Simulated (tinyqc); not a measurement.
## Ferroelectric switching, Landau-Khalatnikov equation: switching time against field

One domain: rho dP/dt = E - (2 al P + 4 be P^3), with al = -3 sqrt(3) Ec/(4 Pr), be = 3 sqrt(3) Ec/(8 Pr^3), so that the static loop has remanence Pr and coercive field Ec. With P in uC/cm^2, E in kV/cm, rho in ohm m and t in ns, dP/dt = [E - 2 al P - 4 be P^3]/(100 rho).

In the constant field E = Em the time to go from -Pr to 0 is the integral of dP/(dP/dt); tau = 100 rho/(-4 al). Near Ec the bottleneck estimate is pi 100 rho/sqrt(c (Em - Ec)) with c = 12 be Pr/sqrt(3); for large fields the time tends to 100 rho Pr/Em.

Values chosen for this exercise; remanent polarisation and coercive field close to those of barium titanate films: remanent polarisation Pr = 28 uC/cm^2; static coercive field Ec = 41 kV/cm; viscosity of the polarisation rho = 6.1 ohm m.

Switching time against field:
```
Em (kV/cm)  Em/Ec  time (ns)  time/tau  bottleneck estimate (ns)  large-field limit (ns)
41.9        1.022       3826     47.72                      4164                   407.6
43.1        1.051       2386     29.76                      2726                   396.3
45.7        1.115       1482     18.49                      1822                   373.7
51.4        1.254      891.4     11.12                      1225                   332.3
64.1        1.563      506.1     6.312                     821.9                   266.5
92.3        2.251      269.0     3.356                     551.5                   185.0
155         3.780      134.3     1.675                     370.0                   110.2
294         7.171      64.02    0.7985                     248.4                   58.10
603         14.71      29.65    0.3698                     166.6                   28.33
```

The switching time falls from 3830 to 29.6 ns. Against Em - Ec it goes with exponent -0.56 between the first two rows (-1/2 at a saddle-node bottleneck) and -0.96 between the last two. The bottleneck estimate is 8.8 % above the time in the first row, the large-field limit 4.5 % below it in the last.

Program tinyqc, `OMP_NUM_THREADS=1 python tinyqc.py 2860007 2860008 out.jsonl`; Intel Xeon 2.30GHz, shared host, one thread, about 0.07 s.
